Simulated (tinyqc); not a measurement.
Implanted layer, carriers, mobility and sheet resistance: two steps of the calculation.

An n-type layer from the surface x = 0 to the junction xj, N(x) = N0 exp(-(x - Rp)^2/(2 sg^2)). Local neutrality (no depletion at surface or junction, no spilling of carriers), intrinsic carriers neglected, full ionisation of active dopants.

Parameters, values chosen for the exercise; values close to those of arsenic in silicon over a p-type background: temperature T = 500 K; background doping of the opposite type Nb = 4.7e15 cm^-3; peak chemical concentration N0 = 3.7e20 cm^-3; mobility limit at high doping m1 = 54.1 cm^2/(V s); mobility limit at low doping, at 300 K m2 = 1410 cm^2/(V s); reference doping of the mobility law Nr = 9.41e16 cm^-3; exponent of the mobility law am = 0.684; temperature exponent of m2 bt = 1.8; solubility limit of active dopant Ns = 1.97e20 cm^-3; straggle after annealing sg = 8.1 nm; projected range Rp = 8.3 nm.

Constants: q = 1.602176634e-19 C. Results are converted to the units shown.

Task 1. Junction depth and local values. xj = Rp + sg sqrt(2 ln(N0/Nb)); 14 equal steps from 0 to xj. Active dopant A = min(N, Ns); n = A - Nb; mobility mu = m1 + (m2 (T/300 K)^(-bt) - m1)/(1 + ((A + Nb)/Nr)^am).

Give: xj; x; N; A; n; mu.

Result 1.

xj = 46.76 nm

```
point  x (nm)  N (cm^-3)  A (cm^-3)  n (1e20 cm^-3)  mu (cm^2/(V s))
0        0.00   2.189e20   1.970e20           1.970            56.80
1        3.34   3.067e20   1.970e20           1.970            56.80
2        6.68   3.627e20   1.970e20           1.970            56.80
3       10.02   3.617e20   1.970e20           1.970            56.80
4       13.36   3.044e20   1.970e20           1.970            56.80
5       16.70   2.161e20   1.970e20           1.970            56.80
6       20.04   1.294e20   1.294e20           1.294            57.70
7       23.38   6.538e19   6.538e19           0.654            59.82
8       26.72   2.787e19   2.787e19           0.279            64.25
9       30.06   1.002e19   1.002e19           0.100            74.13
10      33.40   3.040e18   3.040e18           0.030            97.22
11      36.74   7.779e17   7.779e17           0.008            150.7
12      40.08   1.679e17   1.679e17           0.002            256.2
13      43.42   3.059e16   3.059e16           0.000            390.3
14      46.76   4.700e15   4.700e15           0.000            475.1
```

Task 2. Sheet quantities by the trapezoid rule. Dose = integral of N, carrier sheet density = integral of n, 1/Rs = q integral of n mu, mean mobility 1/(q Rs sheet density), Hall mobility (unit Hall factor) = integral of n mu^2 over integral of n mu, Hall sheet density = (integral of n mu)^2/integral of n mu^2; all from 0 to xj.

```
point     x (nm)     N (cm^-3)  n (1e20 cm^-3)  mu (cm^2/(V s))
0       0.000000  2.1887632e20       1.9699530        56.804861
1       3.340151  3.0674930e20       1.9699530        56.804861
2       6.680302  3.6267622e20       1.9699530        56.804861
3      10.020453  3.6174725e20       1.9699530        56.804861
4      13.360605  3.0439821e20       1.9699530        56.804861
5      16.700756  2.1608748e20       1.9699530        56.804861
6      20.040907  1.2940999e20       1.2940529        57.699159
7      23.381058  6.5381773e19       0.6537707        59.817116
8      26.721209  2.7867387e19       0.2786269        64.253657
9      30.061360  1.0020433e19       0.1001573        74.129619
10     33.401511  3.0396768e18       0.0303498        97.218051
11     36.741662  7.7789146e17       0.0077319        150.72715
12     40.081814  1.6794276e17       0.0016324        256.16690
13     43.421965  3.0588222e16       0.0002589        390.30954
14     46.762116        4.7e15       0.0000000        475.10919
```

Wanted: dose; carrier sheet density; Rs; mean mobility; Hall mobility; Hall sheet density.

Result 2.

dose = 6.3389e14 cm^-2
carrier sheet density = 4.4094e14 cm^-2
Rs = 246.13 ohm/square
mean mobility = 57.509 cm^2/(V s)
Hall mobility = 57.848 cm^2/(V s)
Hall sheet density = 4.3836e14 cm^-2

Carriers make up 69.6 % of the dose. A Hall measurement weights the mobile tail, so its sheet density is 0.59 % below the true one.

tinyqc, about 0.01 s, one thread, Intel Xeon 2.30GHz (shared host): `OMP_NUM_THREADS=1 python tinyqc.py 2110142 2110143 out.jsonl`
